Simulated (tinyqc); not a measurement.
Inside a calculation. Method: inverse iteration on a symmetric matrix. Computed by tinyqc, a small Python program that keeps every step. Settings: method = inverse, shift = -0.43. Command: `OMP_NUM_THREADS=1 python tinyqc.py 21092 21093 out.jsonl` (the two numbers bound the seeds that draw the settings). One thread of a shared host (Intel(R) Xeon(R) Processor @ 2.60GHz), about 0.01 s of CPU time with the checks.

## Step 1

A, lower triangle:
```
           1          2          3          4          5         6
1   0.321000
2  -0.004000   0.774000
3  -0.022000   0.126000   0.872000
4   0.431000   0.357000  -0.160000   1.664000
5   0.020000  -0.237000   0.841000   0.025000   1.782000
6   0.143000  -0.417000  -0.453000  -0.771000  -0.598000  2.001000
```

vector v at the start: 0.408248  0.408248  0.408248  0.408248  0.408248  0.408248

shift = -0.430000

solve (A - shift) w = v; v' = w/|w| with its largest component positive (the first on a tie); lambda = v'^T A v'.

vector after step 1: 0.431205  0.527372  0.377920  0.271980  0.269320  0.496600

Rayleigh quotient after step 1 = 0.773902

## Step 2

As before.

vector after step 2: 0.493180  0.621413  0.322285  0.130065  0.199368  0.458353

Rayleigh quotient after step 2 = 0.674139

## Course of the iteration

Stop when the residual |A v - lambda v| is below 1e-9.

Steps:

| step | lambda | residual |
|---|---|---|
| 1 | 0.77390202 | 3.05e-01 |
| 2 | 0.67413896 | 2.31e-01 |
| 3 | 0.52771007 | 2.87e-01 |
| 4 | 0.29952733 | 2.92e-01 |
| 5 | 0.14410978 | 1.87e-01 |
| 6 | 0.09306380 | 9.49e-02 |
| 7 | 0.08062206 | 4.54e-02 |
| 8 | 0.07775375 | 2.18e-02 |
| 9 | 0.07706269 | 1.08e-02 |
| 10 | 0.07687379 | 5.84e-03 |
| 11 | 0.07681009 | 3.52e-03 |
| 12 | 0.07678301 | 2.37e-03 |
| 13 | 0.07676939 | 1.71e-03 |
| 14 | 0.07676191 | 1.27e-03 |
| 15 | 0.07675765 | 9.66e-04 |
| 16 | 0.07675518 | 7.36e-04 |
| 17 | 0.07675374 | 5.61e-04 |
| 18 | 0.07675290 | 4.29e-04 |
| 19 | 0.07675241 | 3.28e-04 |
| 20 | 0.07675213 | 2.50e-04 |
| 21 | 0.07675196 | 1.91e-04 |
| 22 | 0.07675186 | 1.46e-04 |
| 23 | 0.07675181 | 1.12e-04 |
| 24 | 0.07675177 | 8.54e-05 |
| 25 | 0.07675176 | 6.53e-05 |
| 26 | 0.07675174 | 4.99e-05 |
| 27 | 0.07675174 | 3.81e-05 |
| 28 | 0.07675173 | 2.91e-05 |
| 29 | 0.07675173 | 2.23e-05 |
| 30 | 0.07675173 | 1.70e-05 |

all eigenvalues, for comparison: 0.076752  0.233105  0.657470  1.120796  2.203447  3.122430

Not converged in 30 steps: the residual falls only by the ratio of the two smallest distances of eigenvalues from the shift, 0.76 a step.
